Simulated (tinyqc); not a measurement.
Equation-of-state fits to an energy-volume table made by a known binding curve: one step, computed by the program tinyqc. Command: `OMP_NUM_THREADS=1 python tinyqc.py 3020783 3020784 out.jsonl eosfit walk`. One thread of a shared host (Intel(R) Xeon(R) Processor @ 2.30GHz), about 0.03 s of CPU time with the checks.

With x = (V/V_0)^(1/3), the energy per atom is E = -D [1 + eta (x - 1)] exp(-eta (x - 1)), so that B0 = D eta^2/(9 V_0) and B' = 1 + 2 eta/3. B' = dB/dP at P = 0.

Problem. Exact values of the curve. B0 and B' from the formulas above; P = -dE/dV at V = c V_0 (c the compression chosen), from the curve itself.

Inputs (values chosen for the exercise, for a model crystal):

| quantity | value | unit |
|---|---|---|
| cohesive energy D | 5.27 | eV/atom |
| true volume V_0 | 13.4 | angstrom^3/atom |
| stiffness eta | 6.24 | - |
| compression V/V_0 for the pressure test | 0.9 | - |

Binding curve: universal binding. Noise: added.

Constants: 1 eV/angstrom^3 = 160.2176634 GPa.

Give: exact B0; exact B'; exact pressure at c V_0.

Solution.

exact B0 = 272.6 GPa

exact B' = 5.16

exact pressure at c V_0 = 37.55 GPa
